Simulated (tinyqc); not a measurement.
Inside a calculation. Model: five-frequency model of solute diffusion by vacancies in an fcc metal. Computed by tinyqc, a small Python program that keeps every step. Command: `OMP_NUM_THREADS=1 python tinyqc.py 3012153 3012154 out.jsonl fivefreq walk`. One thread of a shared host (Intel(R) Xeon(R) Processor @ 2.30GHz), about 0.06 s of CPU time with the checks. Intermediate numbers are printed to about 5 digits and carried at full precision; extremes and crossings named in words are read from the listed rows.

A vacancy next to the solute exchanges with it (w2), jumps to one of 4 sites that also neighbour the solute (w1) or to one of 7 that do not (w3); w4 is the reverse of w3 and w0 the host jump.

Inputs (values chosen for the exercise, for a model solute in a host close to gold):
```
quantity                                      value      unit
barrier E0 (host jump)                        0.733        eV
barrier E1 (vacancy circles the solute)       0.908        eV
barrier E2 (exchange)                         0.585        eV
barrier E3 (dissociation)                     0.872        eV
binding energy E_b (positive for attraction)   0.23        eV
vacancy formation energy E_f                  0.942        eV
formation entropy S_f                           2.8       k_B
attempt frequency nu                              9       THz
lattice constant a                             4.08  angstrom
temperature T                                   667         K
```

Constants: k_B = 8.617333262e-05 eV/K.

## Jump rates

w_i = nu exp(-E_i/(k_B T)); detailed balance gives E4 = E3 - E_b.

rates (1/s): w0 2.6048e+07, w1 1.2402e+06, w2 3.4202e+08, w3 2.3201e+06, w4 1.2687e+08

## Correlation factor

Manning: with y = w4/w0, 7F = 7 - (10 y^4 + 180.5 y^3 + 927 y^2 + 1341 y)/(2 y^4 + 40.2 y^3 + 254 y^2 + 597 y + 436); f2 = (2 w1 + 7F w3)/(2 w2 + 2 w1 + 7F w3). The mean cosine between successive solute jumps follows from f2 = (1 + c)/(1 - c).

y = w4/w0 = 4.8706

7F = 3.3668

correlation factor f2 = 0.014823

mean cosine c = -0.97079

The solute exchanges back and forth with the vacancy, so most jumps cancel.

## Diffusivities

c_v = exp(S_f - E_f/(k_B T)); host D0 = a^2 c_v w0 x 0.7815; solute D2 = a^2 c_v exp(E_b/(k_B T)) w2 f2; 1 angstrom^2 = 1e-16 cm^2.

vacancy fraction c_v = 1.2542e-06

host diffusivity D0 = 4.2501e-14 cm^2/s

solute diffusivity D2 = 5.7879e-13 cm^2/s

ratio D2/D0 = 13.618

The ratio splits into binding 54.7, exchange rate 13.1 and correlation 0.019.

## Solute against host over temperature

The formulas are those given above.

Diffusion:
```
T (K)        f2  D0 (cm^2/s)  D2 (cm^2/s)   D2/D0
434    0.000808   6.8196e-21   1.7297e-19  25.363
500    0.002422   2.5192e-18   5.0426e-17  20.017
567    0.005700   2.4905e-16   4.1597e-15  16.702
667    0.014823   4.2501e-14   5.7879e-13  13.618
767    0.029842   1.8988e-12   2.2087e-11  11.632
867    0.050649   3.5312e-11   3.6044e-10  10.207
967    0.076281   3.5876e-10   3.2685e-09   9.110
```

The apparent activation energy of D2 is 1.608 eV between the coldest rows and 1.593 eV between the hottest; without correlation it would be E_f - E_b + E2 = 1.297 eV, and the host has 1.675 eV. At low T f2 is small, w2 cancels from D2, and the easier of circling and escape sets the barrier, near E_f - E_b + min(E1, E3) = 1.584 eV.

Checks made by the program: Manning formula against a solved vacancy walk within 5 nearest-neighbour distances (relative difference 1e-02).
